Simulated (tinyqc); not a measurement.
Inside a calculation: optical transitions of a finite quantum well. Values are carried at full precision from step to step, so a last printed digit may differ when a step is redone from the rounded ones.

Each carrier sees a square well of width L with its own depth V and masses m (inside), mb (outside); c = hbar^2/2m0, k = sqrt(m E/c), kappa = sqrt(mb (V - E)/c), and level n solves k L + 2 atan[(k/m)/(kappa/mb)] = n pi. The envelope is cos(kz) for odd n and sin(kz) for even n inside, joins exp(-kappa (|z| - L/2)) outside, and is normalised to 1. Excitons and band mixing are left out.

Constants: hbar^2/2m0 = 3.80998211 eV angstrom^2; hc = 1239.841984 eV nm; fine-structure constant alpha = 0.007297352564.

Parameters, chosen for this exercise (near those of a GaAs well in AlGaAs; the results hold for these values, not for the real material): L = 142 angstrom (well width); Eg = 1.499 eV (gap of the well); Vc = 0.178 eV (conduction offset); Vv = 0.096 eV (valence offset); me = 0.0653 m0 (electron, well); meb = 0.0853 m0 (electron, barrier); mh = 0.339 m0 (heavy hole along z, well); mhb = 0.393 m0 (heavy hole, barrier); ml = 0.0875 m0 (light hole along z, well); mlb = 0.1069 m0 (light hole, barrier); Ns = 0.97 x 1e12/cm^2 (electrons in e1); n_r = 3.31 (refractive index); G = 8 meV (half width of the line).

## Confinement energies

Up to three levels for each carrier.

Levels:
```
level,E (eV),k (1/angstrom),kappa (1/angstrom)
e1,0.0171,0.01710,0.06002
e2,0.0674,0.03399,0.04976
e3,0.1449,0.04983,0.02723
hh1,0.0041,0.01899,0.09739
hh2,0.0161,0.03790,0.09076
hh3,0.0360,0.05658,0.07868
lh1,0.0119,0.01656,0.04856
lh2,0.0465,0.03269,0.03725
lh3,0.0935,0.04633,0.00843
```

## Interband transitions

From e1 and e2 to each hole level: E = Eg + E_e + E_h, wavelength hc/E, squared overlap of the envelopes, and the strength |<S|p|v>|^2 in units of P^2 at the subband edge: overlap^2 times 1/2 (hh) or 1/6 (lh) for light polarised in the plane (TE), times 0 (hh) or 2/3 (lh) along z (TM).

Transitions:
```
pair,E (eV),wavelength (nm),overlap^2,TE,TM
e1-hh1,1.5201,815.6,0.9899,0.4950,0.0000
e1-lh1,1.5280,811.4,0.9985,0.1664,0.6656
e1-hh2,1.5322,809.2,0.0000,0.0000,0.0000
e1-hh3,1.5521,798.8,0.0055,0.0028,0.0000
e1-lh2,1.5626,793.4,0.0000,0.0000,0.0000
e2-hh1,1.5705,789.5,0.0000,0.0000,0.0000
e2-lh1,1.5783,785.5,0.0000,0.0000,0.0000
e2-hh2,1.5825,783.5,0.9614,0.4807,0.0000
e2-hh3,1.6024,773.7,0.0000,0.0000,0.0000
e1-lh3,1.6095,770.3,0.0011,0.0002,0.0008
e2-lh2,1.6129,768.7,0.9911,0.1652,0.6607
e2-lh3,1.6599,747.0,0.0000,0.0000,0.0000
```

The edge is e1-hh1 at 816 nm. Pairs of opposite parity vanish exactly; e1-hh3 is allowed by parity and reaches 0.0055, only because the two envelopes leak differently into the barriers.

## Intersubband transitions from e1

z_1j = <1|z|j>; 1/m1 = <1|1/m|1>; f_1j = (m1/c)(E_j - E_1) z_1j^2, which sums to 1 over all bound and continuum states.

Transitions:
```
pair,E (meV),wavelength (micrometre),|z| (angstrom),f
1-2,50.3,24.64,33.52,0.9740
1-3,127.8,9.70,0.00,0.0000
```

m1 = 0.0656 m0
sum of f over bound states = 0.9740

The continuum carries the remaining 0.0260. With hard walls z_12 = 16 L/(9 pi^2) = 25.58 angstrom and f_12 = 256/(27 pi^2) = 0.9607.

## Absorption of one well

For light polarised along z (a real waveguide or Brewster geometry adds an angle factor), with all electrons in e1 and none in e2, the peak fractional absorption is 4 pi alpha Ns c f_12/(n_r m1 G) and the area under the Lorentzian line is pi G times that, c = hbar^2/2m0; 1e12/cm^2 = 1e-4/angstrom^2. EF - E1 = 2 pi c Ns/m1 at zero temperature.

peak absorption = 1.899 %
area = 47.73 % meV
EF - E1 = 35.4 meV

EF lies below e2, as assumed.

## Checks

- Sum of f over all levels of a difference grid (60 cells across the well) against 1: 0.999 against 1.000.
- The strength f_12 on that grid against the matched envelopes: 0.973 against 0.974.

Run: tinyqc, `OMP_NUM_THREADS=1 python tinyqc.py 1252460 1252461 out.jsonl`; Intel(R) Xeon(R) Processor @ 2.30GHz, one thread, shared host; about 0.06 s of CPU time with all checks.
